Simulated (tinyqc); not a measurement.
Solubility, supersaturation, precipitation and gettering of an impurity in a silicon-like host: one step, computed by the program tinyqc. Command: `OMP_NUM_THREADS=1 python tinyqc.py 3003097 3003098 out.jsonl ripen walk`. One thread of a shared host (Intel(R) Xeon(R) Processor @ 2.30GHz), about 0.01 s of CPU time with the checks.

The wafer was saturated at T1 and is then held at T.

Problem. Solubility, diffusivity, supersaturation. C_eq(T) = N0 exp(S/k_B - H/(k_B T)); D(T) = D0 exp(-Q/(k_B T)); C0 = C_eq(T1). Supersaturation s = C0/C_eq(T); critical radius r* = 2 gamma/(C_p k_B T ln s); barrier W* = (4 pi/3) gamma r*^2. Strain energy is left out.

Inputs (values chosen for the exercise, modelled on gold in silicon):

| quantity | value | unit |
|---|---|---|
| site density N0 | 5e+22 | 1/cm^3 |
| enthalpy of solution H | 1.95 | eV |
| entropy of solution S | 2.4 | k_B |
| diffusion prefactor D0 | 0.0002 | cm^2/s |
| migration energy Q | 1.14 | eV |
| temperature of saturation T1 | 1300 | K |
| anneal temperature T | 924 | K |
| impurity density in the precipitate C_p | 3.1e+22 | 1/cm^3 |
| interface energy gamma | 0.8 | J/m^2 |

Constants: k_B = 8.617333262e-05 eV/K; k_B = 1.380649e-23 J/K.

Give: C0; C_eq(T); D(T); supersaturation s; critical radius r*; W*/(k_B T).

Solution.

C0 = 1.519e+16 1/cm^3

C_eq(T) = 1.275e+13 1/cm^3

D(T) = 1.211e-10 cm^2/s

supersaturation s = 1192

critical radius r* = 0.5712 nm

W*/(k_B T) = 85.70
